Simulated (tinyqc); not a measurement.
Wafer bonding and layer transfer: bond energy, gap closing, particles, bonding of dissimilar wafers and hydrogen blisters. Changing the particle radius h. Computed by tinyqc, a small Python program. Command: `OMP_NUM_THREADS=1 python tinyqc.py 3012502 3012503 out.jsonl bond sweep`. One thread of a shared host (Intel(R) Xeon(R) Processor @ 2.30GHz), about 0.01 s of CPU time with the checks.

gamma is the energy per area of each of the two surfaces; plates are isotropic, and both wafers have E1 and t1.

Inputs (values chosen for the exercise, for model wafers):
```
quantity             value        unit
Young's modulus E1     157         GPa
Poisson ratio nu      0.19           -
thickness t1           525  micrometre
blade thickness t_b    100  micrometre
crack length L          19          mm
```

Pair: two equal wafers.

Method. Two cantilevers opened by t_b: gamma = 3 t_b^2 E1 t1^3 E2 t2^3/(16 L^4 (E1 t1^3 + E2 t2^3)). E' = E1/(1 - nu^2), equal wafers assumed. Void radius in the plate regime: R_v = [(2/3) E' t1^3/gamma]^(1/4) h^(1/2). Below h_crit = 5 sqrt(t1 gamma/E') the wafers deform locally and R_v is of the order of h (taken as h).

One run for each value:
```
particle radius h (micrometre)  void radius (micrometre)  critical particle radius (micrometre)
0.01                                          1.0000e-02                                0.11476
0.024                                         2.4000e-02                                0.11476
0.056                                         5.6000e-02                                0.11476
0.13                                          1.1290e+03                                0.11476
0.32                                          1.7714e+03                                0.11476
0.75                                          2.7118e+03                                0.11476
1.8                                           4.2011e+03                                0.11476
4.2                                           6.4173e+03                                0.11476
10                                            9.9022e+03                                0.11476
```

Describe and explain the trends.

At the high end the exponent of void radius is 0.50, close to 0.50: plate bending. The void radius jumps by orders of magnitude at the critical particle size, where bending of the whole wafer takes over.
